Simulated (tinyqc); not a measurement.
Absorption edge of a degenerate semiconductor, band filling against gap narrowing: one step of the calculation.

n-type, parabolic bands, full ionisation. eta = (EF - Ec)/kB T solves N = Nc F12(eta), F12(x) = (2/sqrt(pi)) int_0^infinity sqrt(u)/(1 + exp(u - x)) du. The gap shrinks rigidly by dEg = a3 y^(1/3) + a4 y^(1/4) + a2 y^(1/2), y = N/1e18 cm^-3, an empirical law that is here taken as the true narrowing.

Problem. The optical edge. Vertical transitions need an empty final state: the edge is taken where the state lies 4 kB T below EF, E_opt = Eg - dEg + (1 + me/mh) max(eta - 4, 0) kB T; wavelength h c/(q E_opt).

Values chosen for this exercise; band and dielectric values close to those of In0.53Ga0.47As:
```
symbol   value   unit                        meaning
T          250      K                    temperature
Eg        0.73     eV                       band gap
me      0.0412     m0                  electron mass
mh       0.449     m0                      hole mass
N       2.4e17  cm^-3          ionised donor density
a3        11.1    meV  coefficient of (N/1e18)^(1/3)
a4         3.4    meV  coefficient of (N/1e18)^(1/4)
a2         3.1    meV  coefficient of (N/1e18)^(1/2)
```

Constants: q = 1.602176634e-19 C, kB = 1.380649e-23 J/K, h = 6.62607015e-34 J s, c = 299792458 m/s, Vt = kB T/q. Results are converted to the units shown.

converged eta = 0.92513665

Give: dEg; EF - Ec; filling shift; E_opt; wavelength.

Solution.

dEg = 10.80 meV
EF - Ec = 19.93 meV
filling shift = 0 meV
E_opt = 0.7192 eV
wavelength = 1724 nm

The edge lies 10.8 meV below the undoped gap: narrowing outweighs filling.

Range of the model: Band tails, non-parabolic bands and incomplete ionisation are left out.

tinyqc, about 0.01 s, one thread, Intel Xeon 2.30GHz (shared host): `OMP_NUM_THREADS=1 python tinyqc.py 2330160 2330161 out.jsonl`
